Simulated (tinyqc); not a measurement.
Inside a calculation. Method: Hubbard ring of 4 sites. One step of it, computed by the program tinyqc.

Task: Mean-field iteration 3. H(up) = T + U n(down), H(down) = T + U n(up); fill the lowest levels; n(new) = n + mixing (n(out) - n); E = tr T (rho up + rho down) + U sum n_up n_down of the output.

one-body matrix (hopping and site energies) (eV), order 1, 2, 3, 4:
```
[[-0.330000, -1.810000, 0.000000, -1.810000],
 [-1.810000, -0.850000, -1.810000, 0.000000],
 [0.000000, -1.810000, 0.670000, -1.810000],
 [-1.810000, 0.000000, -1.810000, -0.050000]]
```

U = 1.800000 eV

electrons, up and down: [2, 2]

mixing = 0.500000

n(up) after iteration 2: [0.383030, 0.725469, 0.269215, 0.622286]

n(down) after iteration 2: [0.383030, 0.725469, 0.269215, 0.622286]

Give: levels, up; levels, down; energy; n(up) after iteration 3; n(down) after iteration 3.

Result:

levels, up (eV): [-2.8946, 0.7265, 0.7936, 4.4145]

levels, down (eV): [-2.8946, 0.7265, 0.7936, 4.4145]

energy = -6.0878 eV

n(up) after iteration 3: [0.5000, 0.6496, 0.3477, 0.5027]

n(down) after iteration 3: [0.5000, 0.6496, 0.3477, 0.5027]
